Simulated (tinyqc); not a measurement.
# From one set of inputs to another, one input at a time

Model: strain, valley repopulation and piezoresistance in a many-valley conduction band. Computed by tinyqc, a small Python program. Command: `OMP_NUM_THREADS=1 python tinyqc.py 3027533 3027534 out.jsonl valleys ladder`. One thread of a shared host (Intel(R) Xeon(R) Processor @ 2.30GHz), about 0.06 s of CPU time with the checks.

Valleys are ellipsoids with mass m_l along the axis a and m_t across it, parabolic, with one constant relaxation time; strain shifts the valleys and leaves the masses alone. Currents are taken along [100], along the load, and along [010], across the load.

The inputs printed are set A. Inputs not listed in the table keep their values of set A, so the rows need not describe a real material.

Inputs (values chosen for the exercise, modelled on silicon): longitudinal mass m_l = 0.935 m_0; transverse mass m_t = 0.188 m_0; shear deformation potential Xi_u = 9.05 eV; dilation deformation potential Xi_d = 1.1 eV; C11 = 165 GPa; C12 = 64 GPa; C44 = 80 GPa; stress X (tension positive) = -1100 MPa; electron density n = 1e+15 1/cm^3; relaxation time tau = 98 fs; temperature T = 250 K.

Valley axes: <100> (6 valleys in 3 pairs). Load: uniaxial [100].

Constants: k_B = 8.617333262e-05 eV/K; m_0 = 9.1093837015e-31 kg; k_B = 1.380649e-23 J/K; hbar = 1.054571817e-34 J s; e = 1.602176634e-19 C.

Method:
- Compliances S11 = (C11 + C12)/((C11 - C12)(C11 + 2 C12)), S12 = -C12/((C11 - C12)(C11 + 2 C12)), S44 = 1/C44; stress sigma_ij = X n_i n_j for the unit vector n of the load; e_xx = S11 sigma_xx + S12 (sigma_yy + sigma_zz), e_xy = S44 sigma_xy/2 (tensor strain).
- Herring-Vogt shift of a valley with unit axis a: dE = Xi_d tr(e) + Xi_u a.e.a.
- Each of the 6 valleys holds n_v = N_v (2/sqrt(pi)) F_1/2((E_F - dE_v)/(k_B T)), N_v = 2 (m_d k_B T/(2 pi hbar^2))^(3/2), m_d = (m_l m_t^2)^(1/3); E_F solves sum n_v = n and is counted from the unstrained edge.
- F_j(eta) = int_0^infinity x^j/(1 + exp(x - eta)) dx, without a gamma-function factor. It is evaluated after integrating by parts.
- Integrals over x = E/(k_B T) use 160 Gauss-Legendre points in u = sqrt(x) from 0 to sqrt(max(eta, 0) + 32).
- Mobility tensor mu = e tau sum_v (n_v/n) [1/m_t + (1/m_l - 1/m_t) a a^T]; unstrained mu_0 = e tau (1/m_l + 2/m_t)/3; resistivity along d from the inverse tensor, rho_d = d.mu^-1.d/(n e), mobility along d = 1/(d.mu^-1.d); gauge pi_d = (rho_d/rho_0 - 1)/X.
- With eta_0 the reduced Fermi level without strain, r = F_-1/2(eta_0)/(2 F_1/2(eta_0)) (1 for a classical gas) and c = r (Xi_u/k_B T) (m_l - m_t)/(2 m_l + m_t): pi11 = -(2/3) c (S11 - S12), pi12 = -pi11/2, pi44 = 0, with S11 - S12 = 1/(C11 - C12).

Each row keeps all changes above it; columns: (1) input moved; (2) from; (3) to; (4) mobility along the first direction (cm^2/(V s)); (5) mobility along the second direction (cm^2/(V s)); (6) degeneracy factor r:
```
(1)                                         (2)      (3)    (4)    (5)     (6)
set A                                         -        -  199.1  909.4  1.0000
relaxation time tau (fs)                     98       63  128.0  584.6  1.0000
shear deformation potential Xi_u (eV)      9.05      9.4  126.5  585.4  1.0000
longitudinal mass m_l (m_0)               0.935    0.806  145.1  585.6  1.0000
dilation deformation potential Xi_d (eV)    1.1      1.4  145.1  585.6  1.0000
C44 (GPa)                                    80     86.2  145.1  585.6  1.0000
electron density n (1/cm^3)               1e+15  2.6e+19  163.0  576.7  0.6856
temperature T (K)                           250      200  151.1  582.6  0.6126
```

Mobility along the first direction goes from 199 to 151, a factor 0.759 in all. The largest single move comes from relaxation time tau (a factor 0.643), and longitudinal mass m_l works against it (a factor 1.15). Mobility along the second direction goes from 909 to 583, a factor 0.641 in all. The largest single move comes from relaxation time tau (a factor 0.643). Degeneracy factor r goes from 1.000 to 0.613, a factor 0.613 in all. The largest single move comes from electron density n (a factor 0.686). The single moves hold for this order of the switches; the total does not depend on the order.

Caution (all rows): strain near 1 % also warps the bands and changes masses and intervalley scattering, which this model leaves out.

Extremes, crossings and ranges named in words are read from the listed rows.
